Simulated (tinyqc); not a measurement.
Inside a calculation. Method: Pariser-Parr-Pople SCF with singles CI, for the molecule C=CC=C(F)C=C (SMILES; centres numbered as the heavy atoms are written). One step of it, computed by the program tinyqc.

Question. Iteration 2: orbitals and new P. Diagonalise F (the basis is taken as orthonormal) and form P = 2 sum c c over the lowest orbitals.

F (eV), lower triangle:
```
,1C,2C,3C,4C,5F,6C,7C
1C,-5.678729
2C,-4.727220,-5.685607
3C,0.002094,-3.664473,-5.539321
4C,0.560517,0.018503,-4.493321,-5.638791
5F,-0.204803,0.055878,0.444945,-2.827006,-17.821693
6C,0.028688,0.092555,-0.027133,-3.490700,0.090774,-5.450461
7C,-0.236729,-0.025272,0.478475,0.070970,0.112000,-4.814916,-5.488998
```

pi electrons, sum of z_r less the charge = 8

Give: orbital energies; P after iteration 2.

Answer.

orbital energies (eV): -18.5174  -12.5161  -11.0999  -8.5747  -2.3741  0.0480  1.7305

P after iteration 2, lower triangle:
```
,1C,2C,3C,4C,5F,6C,7C
1C,1.0166
2C,0.8975,1.0009
3C,-0.0263,0.4368,1.0329
4C,-0.3674,0.0079,0.8163,0.9809
5F,0.0904,-0.0178,-0.1564,0.1913,1.9629
6C,-0.0103,-0.0578,0.0147,0.4021,-0.0486,1.0019
7C,0.2243,-0.0012,-0.3413,0.0011,-0.0306,0.9123,1.0040
```
